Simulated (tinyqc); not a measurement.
Conductance against temperature: phonon transmission through an interface between two chains by Green functions. Computed by tinyqc, a small Python program. Command: `OMP_NUM_THREADS=1 python tinyqc.py 3008338 3008339 out.jsonl agf walk`. One thread of a shared host (Intel(R) Xeon(R) Processor @ 2.30GHz), about 0.01 s of CPU time with the checks.

Two semi-infinite chains (masses m_1, m_2; springs k_1, k_2), motion along the chain. The central region holds the end atom of each chain, joined by springs k_b. lambda = omega^2 in eV/(angstrom^2 u); nu = 15.6333042 THz x sqrt(lambda).

Inputs (values chosen for the exercise, for two model chains): mass m_1 = 28.3 u; spring k_1 = 3.39 eV/angstrom^2; mass m_2 = 26 u; spring k_2 = 2.68 eV/angstrom^2; junction spring k_b = 0.639 eV/angstrom^2; probe frequency / lower band top = 0.48.

Atoms in the interlayer: none.

Constants: nu for 1 eV/(angstrom^2 u) = 15.6333042 THz; h x 1 THz = 4.135667696 meV; k_B = 8.617333262e-05 eV/K; k_B = 1.380649e-23 J/K; h = 6.62607015e-34 J s.

Method:
- nu_max = 15.6333042 THz x 2 sqrt(k/m); impedance Z = sqrt(k m); long-wave transmission 4 Z_1 Z_2/(Z_1 + Z_2)^2; the probe frequency is the given share of the lower band top.
- In chain i, sin(q_i a/2) = nu/nu_max,i. An outgoing wave makes the next atom move as exp(i q_i a) times the end atom, so the lead adds the self-energy Sigma_i = -k_i exp(i q_i a) to the force-constant matrix; Gamma_i = -2 Im Sigma_i = 2 k_i sin(q_i a).
- A = lambda M - K - Sigma over the central atoms, with K_ii the sum of the springs at i, K_(i,i+1) = -k_b; G = inverse of A; transmission = Gamma_1 Gamma_2 |G_(first,last)|^2.
- Landauer conductance G = k_B int tau(nu) x^2 e^x/(e^x - 1)^2 d nu, x = h nu/(k_B T), from 0 to the lower band top (240 Gauss-Legendre points in s from 0 to 1, nu = nu_top sin(pi s/2)); tau is the transmission, and its thermal mean is G over the value for tau = 1 in the same window; the quantum is g_0 = pi^2 k_B^2 T/(3 h).

band top of chain 1 = 10.8215 THz

band top of chain 2 = 10.0383 THz

Conductance:
```
T (K)  G (pW/K)  mean transmission     G/g_0  G for transmission 1 (pW/K)
1       0.94000            0.99321   0.99321                      0.94643
5        4.6530            0.98328   0.98328                       4.7322
20       16.556            0.87468   0.87468                       18.929
50       30.173            0.63906   0.63761                       47.214
100      38.759            0.44817   0.40953                       86.484
200      42.979            0.35938   0.22706                       119.59
400      44.359            0.33292   0.11717                       133.24
800      44.733            0.32601  0.059081                       137.21
```

At 1 K G/g_0 = 0.993; as T goes to 0 it tends to the long-wave transmission, where only the impedances count. Towards high T all modes count more and more alike; at 800 K G is 44.7 pW/K and the mean transmission is 0.326, which is well below the low-T value.
